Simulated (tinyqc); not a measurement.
Six-band k.p model of the valence band of a wurtzite crystal, step by step. Values are carried at full precision from step to step, so a last printed digit may differ when a step is redone from the rounded ones.

At k = 0: E1 = D1c + D2c + Te + Le (pure HH); E2, E3 = Le + u +/- sqrt(u^2 + 2 D3c^2), u = (D1c - D2c + Te)/2, D1c = Dcr, D2c = D3c = Dso/3. The weight of LH in state 2 is fL = (E2 - Le)^2/((E2 - Le)^2 + 2 D3c^2). Relative strengths of transitions to the conduction band: for E perpendicular to c (TE) 1/2, fL/2, (1 - fL)/2; for E along c (TM) 0, 1 - fL, fL, with one momentum element for both directions.

Constants: hc = 1239.841984 eV nm; hbar^2/2m0 = 3.80998211 eV angstrom^2.

Values chosen for the exercise (of the order of those of hexagonal CdS; shifted at random, so the results belong to these values and not to a real crystal):
```
symbol  value    unit        meaning
Dcr     0.0257   eV          crystal-field splitting
Dso     0.062    eV          spin-orbit splitting
e_par   -0.0173              exx = eyy of a c-plane layer
D1      -0.99    eV
D2      1.04     eV
D3      1.29     eV
D4      -2.99    eV
C13     52       GPa
C33     92       GPa
Eg      2.563    eV          direct gap at Gamma from the top of the unstrained valence band
a1      -2.83    eV          gap potential along c
a2      -4.41    eV          gap potential in the plane
A1      -4.55
A2      -0.4
A3      4.04
A4      -1.84
A5      -1.83
A6      -2.25
kt      0.017    1/angstrom  in-plane wave vector
kz      0.039    1/angstrom  wave vector along c
kmax    0.05     1/angstrom  end of the path
```

## Edges without strain

Set Le = Te = 0.

E1, E2, E3 without strain (eV): [0.0464, 0.0319, -0.0268]

fL = 0.5429

edges from the top (eV): [0.0000, -0.0145, -0.0732]

The top is state 1 (HH), TE light alone.

## Strain terms

Strain of a c-plane layer: exx = eyy = e_par, ezz = -2 (C13/C33) e_par; Le = D1 ezz + D2 (exx + eyy), Te = D3 ezz + D4 (exx + eyy).

Form ezz, Le and Te.

ezz = 0.019557
Le (strain shift of all three valence states) = -0.05534 eV
Te (further shift of HH and LH) = 0.12868 eV

## Edges and polarisation under strain

Use Le and Te.

E1, E2, E3 under strain (eV): [0.1197, 0.0845, -0.0615]

fL = 0.9581

Relative strengths:
```
state     TE     TM
1      0.500  0.000
2      0.479  0.042
3      0.021  0.958
```

The top is state 1 (HH), TE light alone; the next state lies 35.2 meV lower.

## Transition energies

Conduction edge: Ec = (top of the unstrained valence band) + Eg + (a1 + D1) ezz + (a2 + D2)(exx + eyy).

Ec minus each strained valence edge (state 1 is HH, states 2 and 3 are mixtures of LH and CH); wavelength hc/E of the lowest.

Ec = 2.6513 eV

transitions to states 1, 2, 3 (eV): [2.5316, 2.5668, 2.7127]

wavelength = 489.8 nm

Strain moves the lowest transition by -31 meV. The deformation potentials of this set are rough, and this small net shift can differ from measurement even in sign.

## The block at one k

Block form of the six-band Hamiltonian (electron energies, z along c, kt the in-plane wave vector, c0 = hbar^2/2m0): H = [[F, K, -iW], [K, G, D - iW], [iW, D + iW, L]] in the basis HH, LH, CH; the other block is its conjugate and has the same levels. F = D1c + D2c + L + T, G = D1c - D2c + L + T, D = sqrt(2) D3c, with D1c = Dcr, D2c = D3c = Dso/3; L = c0 (A1 kz^2 + A2 kt^2) + Le, T = c0 (A3 kz^2 + A4 kt^2) + Te, K = c0 A5 kt^2, W = c0 A6 kt kz. The zero of energy is the CH state without spin-orbit coupling and strain; the term linear in k is left out.

Fill in the matrix.

H(k) (eV), rows HH, LH, CH and columns alike:
$$\begin{pmatrix}
0.1143 & -0.0020 & 0.0057i \\
-0.0020 & 0.0729 & 0.0292+0.0057i \\
-0.0057i & 0.0292-0.0057i & -0.0822
\end{pmatrix}$$

## Levels and weights

H is one of the two 3 x 3 blocks into which the six-band matrix falls, in the basis HH, LH, CH of the unmixed zone-centre states. Diagonalise it.

levels from the top (eV): [0.1146, 0.0784, -0.0878]

weights, rows HH, LH, CH; columns top, second, third:
$$\begin{pmatrix}
0.996 & 0.003 & 0.001 \\
0.003 & 0.964 & 0.033 \\
0.001 & 0.033 & 0.966
\end{pmatrix}$$

## Bands in the plane and along c

Six points from 0 to kmax each way.

Levels (eV):
```
|k| (1/angstrom)  top, in plane  second    third  top, along c  second, along c  third, along c
0.000                    0.1197  0.0845  -0.0615        0.1197           0.0845         -0.0615
0.010                    0.1189  0.0836  -0.0616        0.1195           0.0842         -0.0631
0.020                    0.1165  0.0810  -0.0622        0.1189           0.0835         -0.0681
0.030                    0.1131  0.0760  -0.0631        0.1180           0.0822         -0.0765
0.040                    0.1092  0.0682  -0.0644        0.1166           0.0805         -0.0883
0.050                    0.1054  0.0570  -0.0662        0.1148           0.0783         -0.1035
```

Along c the HH state has the mass -1/(A1 + A3) = 1.96 and the CH state -1/A1 = 0.220; in the plane, far from the edge, the masses tend to -1/(A2 + A4 - A5) = 2.44, -1/(A2 + A4 + A5) = 0.246 and -1/A2 = 2.50.

## Checks

- Closed-form edges against the diagonalisation at k = 0: they agree to 1e-10 or better.

Program tinyqc; command `OMP_NUM_THREADS=1 python tinyqc.py 1050037 1050038 out.jsonl`; about 0.01 s on one thread of a shared Intel(R) Xeon(R) Processor @ 2.30GHz.
